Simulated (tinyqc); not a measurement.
Heavy doping: band filling, gap narrowing, band tails and the effective intrinsic density. Changing the electron mass m_e. Computed by tinyqc, a small Python program. Command: `OMP_NUM_THREADS=1 python tinyqc.py 3010871 3010872 out.jsonl gapnarrow sweep`. One thread of a shared host (Intel(R) Xeon(R) Processor @ 2.30GHz), about 0.06 s of CPU time with the checks.

An n-type crystal above its Mott density, with all dopants ionised: n = N_D - N_A, ionised centres N_I = N_D + N_A. Valleys are taken as spherical with mass m_e.

Inputs (values chosen for the exercise, for a model semiconductor):
```
quantity                      value   unit
gap E_g                         1.5     eV
valleys M_c                       1      -
hole mass m_h                 0.505    m_0
dielectric constant eps        10.5      -
donor density N_D           1.1e+19  cm^-3
compensation ratio N_A/N_D      0.5      -
temperature T                   300      K
```

Conduction band: non-parabolic (Kane).

Constants: a_0 = 0.529177210903 angstrom; Ry = 13.605693123 eV; k_B = 8.617333262e-05 eV/K; hbar^2/(2 m_0) = 3.80998212 eV angstrom^2; e = 1.602176634e-19 C; eps_0 = 8.8541878128e-12 F/m; e^2/(4 pi eps_0) = 14.39964548 eV angstrom.

Method:
- n = N_D (1 - ratio); Ry* = Ry m_e/eps^2, a* = a_0 eps/m_e; r_s = (3/(4 pi n))^(1/3)/a*; k_F = (3 pi^2 n/M_c)^(1/3); Mott density (0.26/a*)^3.
- n = M_c (1/(2 pi^2)) (m_e/(hbar^2/2m_0))^(3/2) int sqrt(E (1 + aE)) (1 + 2 aE) f dE with a = (1 - m_e)^2/E_g, f = 1/(1 + exp((E - E_F)/k_B T)); trapezoid rule in t = sqrt(E/k_B T), step 0.02 up to 12; E_F by bisection from the band edge.
- At T = 0, E_F (1 + a E_F) = (hbar^2/2m_0) k_F^2/m_e; dn/dE_F uses f (1 - f)/k_B T in place of f.
- Screening: q^2 = (e/(eps eps_0)) dn/dE_F. Exchange lowers the conduction band by (1/pi) k_F e^2/(4 pi eps_0 eps) (T = 0 Hartree-Fock at k_F, taken as a rigid shift). Screening raises the valence band by (q/2) e^2/(4 pi eps_0 eps) (static Coulomb hole). The narrowing is the sum; electron correlation and carrier-ion shifts are left out. Root-mean-square potential of randomly placed ions: V_rms = (e^2/(4 pi eps_0 eps)) sqrt(2 pi N_I/q).
- Absorption edge of a direct gap, from the valence band at k_F (T = 0 value) to the Fermi level: E_g - narrowing + E_F + (hbar^2/2m_0) k_F^2/m_h, k_F = (3 pi^2 n)^(1/3); the shift is the edge less E_g. n p/n_i^2 = exp(narrowing/k_B T) x (n/N) exp(-E_F/k_B T), N being the limit of n exp(-E_F/k_B T) far below the edge (taken at E_F = -12 k_B T); apparent narrowing = k_B T ln(n p/n_i^2).

One run for each value; columns: (1) electron mass m_e (m_0); (2) E_F above the band edge (meV); (3) gap narrowing (meV); (4) screening length 1/q (angstrom); (5) apparent narrowing (meV):
```
(1)       (2)     (3)     (4)      (5)
0.019  459.05  37.156  51.488  -309.03
0.024  378.48  38.280  47.480  -236.37
0.031  304.28  39.675  43.297  -170.69
0.041  237.75  41.423  38.994  -113.21
0.052  191.34  43.110  35.580   -74.30
0.068  148.34  45.247  32.028   -39.51
0.110   90.64  49.609  26.607     4.02
```

Give the missing row, electron mass m_e (m_0) = 0.087.

Computed row; columns: (1) electron mass m_e (m_0); (2) E_F above the band edge (meV); (3) gap narrowing (meV); (4) screening length 1/q (angstrom); (5) apparent narrowing (meV):
```
(1)       (2)     (3)     (4)     (5)
0.087  116.10  47.412  29.088  -14.61
```

Interpolating between the two neighbouring rows (the first column on a logarithmic scale, the others too where they are positive) misses most in apparent narrowing (meV), by 18 %. Over the rows, E_F above the band edge (meV) falls from 459 to 90.6 (exponent d ln y / d ln x -0.83 between the first rows and -1.1 between the last); gap narrowing (meV) rises from 37.2 to 49.6 (exponent d ln y / d ln x 0.13 between the first rows and 0.19 between the last); screening length 1/q (angstrom) falls from 51.5 to 26.6 (exponent d ln y / d ln x -0.35 between the first rows and -0.38 between the last). At the high end the exponent of E_F above the band edge is -1.06, close to -1: the exponent of E_F = hbar^2 k_F^2/2m.

Caution (all rows): the screening length is well below a*, where static Thomas-Fermi screening overstates the Coulomb hole.
